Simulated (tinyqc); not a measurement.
Surface orientation: inversion layer as a triangular well, valleys of the Ge type.

Four ellipsoidal valleys (eight halves) with their long axes along <111>, mass ml along the axis and mt across it. For a valley whose axis makes the angle theta with the surface normal, 1/m_z = cos^2(theta)/ml + sin^2(theta)/mt sets the confinement; in the plane the masses are m_1 = mt and m_2 = ml mt/m_z, and m_d = sqrt(m_1 m_2). The Gamma and Delta valleys are left out; the heavy Delta valleys, about 0.18 eV up, can lie lowest under strong confinement.

The field is taken as constant, e F = 4 pi (e^2/4 pi eps0)(Nd + eta Ns)/eps, with 1e12/cm^2 = 1e-4/angstrom^2, and the oxide as a hard wall at z = 0; c = hbar^2/2m0.

Level j of a valley lies at E_j = a_j (c (e F)^2/m_z)^(1/3) above the band edge at the surface, with the Airy zeros a_j = 2.338107, 4.087949, 5.520560, 6.786708, 7.944134, 9.022651, 10.040174, 11.008524, 11.936016, 12.828777, and has <z> = 2 E_j/(3 e F).

Subband i holds n_i = g m_d/(2 pi c) kB T ln(1 + exp((EF - E_i)/kB T)) (spin included), and EF is fixed by sum n_i = Ns over the levels listed or, where none are listed, over j = 0 to 9 of each group; 1e12/cm^2 = 1e-4/angstrom^2.

Constants: hbar^2/2m0 = 3.80998211 eV angstrom^2; e^2/(4 pi eps0) = 14.39964547 eV angstrom; kB = 8.617333262e-05 eV/K.

Values chosen for the exercise (near those of Ge; the results hold for these values, not for the real material): ml = 1.587 m0 (longitudinal mass); mt = 0.081 m0 (transverse mass); eps = 16.3 (dielectric constant); Nd = 0.38 x 1e12/cm^2 (depletion charge); eta = 0.5 (share of Ns in the effective field); Ns = 2.3 x 1e12/cm^2 (electron sheet density); T = 150 K (temperature).

The same densities on four faces. m_c is the conductivity mass averaged over directions in the plane: 1/m_c = sum n_i (1/m_1 + 1/m_2)/2 / Ns.

Cases:
```
face
(100)
(110)
(111)
(211)
```

Rank the cases by m_c (m0), lowest first.

Answer: (111), (211), (110), (100).

Results:
```
face,valleys of lowest,lowest E (eV),EF (eV),share of lowest (%),<z> (angstrom),m_c (m0)
(100),4,0.1058,0.0950,99.7,41.6,0.151
(110),2,0.0861,0.0893,84.3,36.0,0.144
(111),1,0.0446,0.0838,58.6,26.3,0.089
(211),1,0.0647,0.0881,65.1,32.1,0.130
```

The lowest level is deepest on (111), where a valley axis lies closest to the normal, and the lightest conductivity mass is on (111) (0.089 m0, against 0.151 m0 on (100)). EF, counted from the band edge at the surface, is lowest on (111) and spans 11 meV.

Computed by tinyqc, a small Python program: `OMP_NUM_THREADS=1 python tinyqc.py 1281438 1281439 out.jsonl` (the numbers bound the seed that draws the inputs); one thread of a shared host (Intel(R) Xeon(R) Processor @ 2.30GHz), about 0.01 s for the whole set of steps.
